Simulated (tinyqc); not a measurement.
MOS structure on a p-type body with a doping step (retrograde), non-linear Poisson equation by Newton steps: one step of the calculation.

One dimension, insulator interface at x = 0, acceptor density N1 for x < x1 and Na beyond, net doping C = -(acceptor density). psi is counted from the intrinsic level: n = ni exp((psi - Vb)/Vt), p = ni exp(-psi/Vt); deep in the body psi_b = -Vt ln(Na/ni). The gate acts through Cox = eps0 eox/tox and has the potential psi_G = Vg - (phiM - chi - Vt ln(Nc/ni)). Boltzmann statistics, full ionisation, classical densities, no oxide or interface charge.

Problem. Scales and end potentials. ni = sqrt(Nc Nv) exp(-Eg/(2 Vt)), Eg in volts; Cox, psi_G and psi_b as defined.

Values chosen for this exercise; band and dielectric values close to those of silicon:
- T = 300 K (temperature)
- Eg = 1.1 eV (band gap)
- Nc = 2.83e19 cm^-3 (conduction-band density of states at T)
- Nv = 2.69e19 cm^-3 (valence-band density of states at T)
- chi = 4.08 eV (electron affinity)
- Na = 2.8e17 cm^-3 (acceptor density deep in the body)
- eox = 3.9 (relative permittivity of the gate insulator (close to silicon dioxide))
- tox = 2.2 nm (insulator thickness)
- phiM = 4.47 eV (gate work function)
- Vg = 1.02 V (gate voltage against the body)

Constants: q = 1.602176634e-19 C, kB = 1.380649e-23 J/K, Vt = kB T/q, eps0 = 8.8541878128e-14 F/cm where lengths are in cm. Results are converted to the units shown.

Wanted: ni; Cox; psi_G; psi_b.

Solution.

ni = 1.5892e10 cm^-3
Cox = 1.5696 uF/cm^2
psi_G = 1.1807 V
psi_b = -0.43133 V

Numbers from tinyqc (`OMP_NUM_THREADS=1 python tinyqc.py 2080074 2080075 out.jsonl`; about 0.3 s on one thread of a shared Intel Xeon 2.30GHz).
